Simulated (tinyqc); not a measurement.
# Mobility of a non-polar semiconductor in the relaxation-time approximation, step by step

A worked calculation. Computed by tinyqc, a small Python program that keeps every step. Command: `OMP_NUM_THREADS=1 python tinyqc.py 3007498 3007499 out.jsonl rta walk`. One thread of a shared host (Intel(R) Xeon(R) Processor @ 2.30GHz), about 0.01 s of CPU time with the checks. Intermediate numbers are printed to about 6 digits and carried at full precision; extremes and crossings named in words are read from the listed rows.

Each valley is treated as a sphere of mass m_d for states and rates, with one isotropic relaxation time; the conductivity mass m_c sets the current.

Inputs (values chosen for the exercise, modelled on electrons in silicon): longitudinal mass m_l = 0.905 m_0; transverse mass m_t = 0.194 m_0; equivalent valleys Z = 6; non-parabolicity alpha = 0.54 1/eV; static permittivity eps_s = 11.7; density rho = 2329 kg/m^3; sound velocity v_l = 9020 m/s; acoustic deformation potential D_A = 9.6 eV; phonon energy hbar w = 58.1 meV; optical or intervalley deformation potential D_o = 4.7 1e8 eV/cm; final valleys Z_f = 5; carrier density n = 7.5e+17 1/cm^3; compensation ratio C = 0; temperature T = 350 K.

Band: Kane. Impurity formula: Conwell-Weisskopf. Further scattering: none.

Constants: k_B = 8.617333262e-05 eV/K; m_0 = 9.1093837015e-31 kg; e = 1.602176634e-19 C; hbar = 1.054571817e-34 J s; eps_0 = 8.8541878128e-12 F/m; k_B = 1.380649e-23 J/K; hbar = 6.582119569e-16 eV s.

## Masses

m_d = (m_l m_t^2)^(1/3); 1/m_c = (1/m_l + 2/m_t)/3; Hall mass factor A = 3 K_m (K_m + 2)/(2 K_m + 1)^2, K_m = m_l/m_t; N_I = n (1 + C)/(1 - C).

density-of-states mass m_d = 0.324153 m_0

conductivity mass m_c = 0.262829 m_0

Hall mass factor A = 0.874124

ionised impurity density N_I = 7.50e+17 1/cm^3

## Fermi level and screening

Kane band: hbar^2 k^2/(2 m) = E (1 + alpha E), speed v = hbar k/(m (1 + 2 alpha E)), states per spin, volume and energy g(E) = m k (1 + 2 alpha E)/(2 pi^2 hbar^2); overlap factors are set to 1. Here m = m_d. Masses are multiplied by m_0 and all formulas are in SI units. The reduced Fermi level eta = E_F/(k_B T) solves n = 2 Z int g f dE with f = 1/(1 + exp(x - eta)) (Z = 1 unless valleys are given); screening length L_s = sqrt(eps_s eps_0 k_B T/(e^2 dn/deta)), dn/deta = 2 Z int g f (1 - f) dE. Integrals over x = E/(k_B T) use 160 Gauss-Legendre points in u = sqrt(x) from 0 to sqrt(max(eta, 0) + 32).

reduced Fermi level eta = -3.89667

screening length L_s = 5.11680 nm

The gas is non-degenerate (eta < -2), and L_s is close to the Debye length.

## Rates at a few energies

Phonon occupation N_q = 1/(exp(hbar w/(k_B T)) - 1). Acoustic deformation potential (elastic, equipartition, absorption and emission together): 1/tau = 2 pi k_B T D_A^2 g(E)/(hbar rho v_l^2). Optical or intervalley deformation potential: 1/tau = (pi Z_f D_o^2/(rho w)) [N_q g(E + hbar w) + (N_q + 1) g(E - hbar w)], with g = 0 below the band edge. Each optical term is multiplied by (1 - f(E'))/(1 - f(E)), E' the final energy, for Pauli blocking. Singly charged impurities, momentum relaxation: 1/tau = N_I e^4 m (1 + 2 alpha E) Phi/(8 pi (eps_s eps_0)^2 hbar^3 k^3), with alpha = 0 for a parabolic band. Conwell-Weisskopf: Phi = ln(1 + y^2), y = 4 pi eps_s eps_0 E N_I^(-1/3)/e^2 (largest impact parameter N_I^(-1/3)/2).

Rates (1e12/s) at E = (max(eta, 0) + 0.5, 1, 2, 4) k_B T:
```
E (meV)  acoustic  optical  ionised impurity
15.080    1.76722  0.87175           10.4440
30.161    2.54951  0.97163            7.5588
60.321    3.74898  2.08897            4.3365
120.643   5.71418  6.92101            2.1737
```

## Mobility for each process alone

mu = (m_d/m_c) (2 Z e/(3 n k_B T)) int g v^2 tau f (1 - f) dE. Averages over x are split at the emission threshold x_0 = hbar w/(k_B T): 64 Gauss-Legendre points in sqrt(x) below it and 128 in sqrt(x - x_0) above it, up to x = max(eta, 0) + 32.

acoustic mobility = 1761.25 cm^2/(V s)

optical mobility = 3437.77 cm^2/(V s)

ionised impurity mobility = 1830.85 cm^2/(V s)

## All processes together

Rates are added at each energy before the average. With <y> = int g v^2 y f (1 - f) dE: Hall factor r_H = A (3 n k_B T/(2 Z m_d)) <tau^2/(1 + 2 alpha E)>/<tau>^2 (alpha = 0 for a parabolic band); Hall mobility r_H mu; |S| = (k_B/e) (<x tau>/<tau> - eta); resistivity 1/(n e mu).

drift mobility mu = 518.572 cm^2/(V s)

Hall factor r_H = 0.915284

Hall mobility = 474.640 cm^2/(V s)

Seebeck coefficient |S| = 531.309 microvolt/K

resistivity = 0.0160479 ohm cm

Taking r_H = 1 in a Hall measurement would give a density 1.09 times the true one.

## Matthiessen's rule against the full average

Matthiessen's rule adds 1/mu of the separate processes.

Separate mobilities:
```
process           mu (cm^2/(V s))  share of the sum of 1/mu (%)
acoustic                  1761.25                       40.4153
optical                   3437.77                       20.7057
ionised impurity          1830.85                       38.8790
```

mobility by Matthiessen's rule = 711.814 cm^2/(V s)

excess of Matthiessen's rule over the full mu = 37.2643 %

The rule gives 711.8 against the full 518.6, 37.3 % too high; it can only overestimate, since each separate average is carried by the energies where that process is weak. The error is large because acoustic and ionised impurity scattering both carry weight and depend on energy in different ways.

Checks made by the program: the sum rule (2 Z/(3 k_B T)) int g v^2 (1 + 2 alpha E) f (1 - f) dE = n/m_d (relative difference below 1e-10).
